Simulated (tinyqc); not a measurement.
Worked calculation: averaged masses of warped heavy- and light-hole bands. Values are carried at full precision from step to step, so a last printed digit may differ when a step is redone from the rounded ones.

Constants: Ry = 13.60569312 eV; a0 (Bohr radius) = 0.5291772105 angstrom; kB = 8.617333262e-05 eV/K; hbar^2/2m0 = 3.80998211 eV angstrom^2.

Values chosen for the exercise (near those of GaSb; the results hold for these values, not for the real material):
```
symbol  value  unit  meaning
g1      13.37        Luttinger gamma1
g2      4.73         gamma2
g3      5.98         gamma3
eps     16.15        dielectric constant
mso     0.126  m0    split-off mass
Dso     0.787  eV    spin-orbit splitting
T       400    K     temperature
```

## Other forms of the parameters

Dresselhaus-Kip-Kittel form E = c [A k^2 -/+ sqrt(B^2 k^4 + C^2 (kx^2 ky^2 + ky^2 kz^2 + kz^2 kx^2))] with A = g1, B = 2 g2, C^2 = 12 (g3^2 - g2^2). Spherical form: mu = (6 g3 + 4 g2)/(5 g1), delta = (g3 - g2)/g1, masses 1/(g1 (1 -/+ mu)). Effective rydberg R* = Ry/(g1 eps^2) and radius a* = a0 g1 eps.

A, B, |C|: 13.370  9.460  12.675

mu, delta: 0.8197  0.0935

spherical masses, heavy and light (m0): 0.4149  0.0411

R* = 3.90 meV
a* = 114.3 angstrom

delta/mu = 0.11 measures the warping against the spherical splitting.

## Masses along six directions

Four-band hole energies E = c k^2 f(u), c = hbar^2/2m0, f = g1 -/+ 2 sqrt(g2^2 + 3 (g3^2 - g2^2) s), s = ux^2 uy^2 + uy^2 uz^2 + uz^2 ux^2 for the unit vector u; minus for heavy, plus for light holes; the mass along u is 1/f.

Give s and both masses.

Masses (m0):
```
direction        s   heavy   light
[100]      0.00000  0.2558  0.0438
[110]      0.25000  0.5042  0.0404
[111]      0.33333  0.7092  0.0395
[310]      0.09000  0.3150  0.0424
[211]      0.25000  0.5042  0.0404
[321]      0.25000  0.5042  0.0404
```

The heavy mass grows by a factor of 2.77 from [100] to [111] while the light one shrinks by 10 %; 1/m_heavy + 1/m_light = 2 g1 in every direction.

## Density-of-states masses from three directions

m_d^(3/2) is the angular mean of m(u)^(3/2). The rule mean = (10 F[100] + 16 F[110] + 9 F[111])/35 is exact for cubic harmonics up to sixth order. Total m_d = (m_h^(3/2) + m_l^(3/2))^(2/3).

m^(3/2):
```
direction    heavy    light
[100]      0.12934  0.00917
[110]      0.35799  0.00812
[111]      0.59727  0.00784
```

m_d heavy, light (m0): 0.5006  0.0412

total = 0.5084 m0
share of light holes = 2.3 %

## Averages on a grid

Grid: n x n midpoints in cos(theta) from 0 to 1 and phi from 0 to pi/2, equal weights. m_d = <f^(-3/2)>^(2/3). Conductivity mass for one scattering time: 1/m_c = <|w|^2 f^(-5/2)>/<f^(-3/2)> with w = grad_k(k^2 f)/(2 k), that is |w|^2 = f^2 + |angular gradient of f|^2/4.

Use n = 40.

m_d heavy, light (m0): 0.4620  0.0411

m_c heavy, light (m0): 0.3459  0.0409

The three-direction rule differs from the grid by +8.36 % for heavy holes. Warping makes m_c of the heavy holes 25 % smaller than m_d; on a sphere the two are equal.

## Effective density of states

Nv = 2 (kT/(4 pi c))^(3/2) [m_h^(3/2) + m_l^(3/2) + mso^(3/2) exp(-Dso/kT)], c = hbar^2/2m0, parabolic bands, m_h and m_l the density-of-states masses from the grid; 1 angstrom^-3 = 1e24 cm^-3.

prefactor = 3.8635e+19 cm^-3

the three terms: 0.31401  0.00832  0.00000

Nv = 1.245e+19 cm^-3

shares (%): 97.4  2.6  0.0

kT/Dso = 0.04, small enough for the four-band form.

## Checks

- m_d and m_c of heavy holes for g2 = g3 against 1/(g1 - 2 g3): they agree to 1e-10 or better.
- m_d of heavy holes on grids of 40 and 160: both 0.4620.

(tinyqc, `OMP_NUM_THREADS=1 python tinyqc.py 1050398 1050399 out.jsonl`, Intel(R) Xeon(R) Processor @ 2.30GHz, 1 thread, shared host, about 0.02 s.)
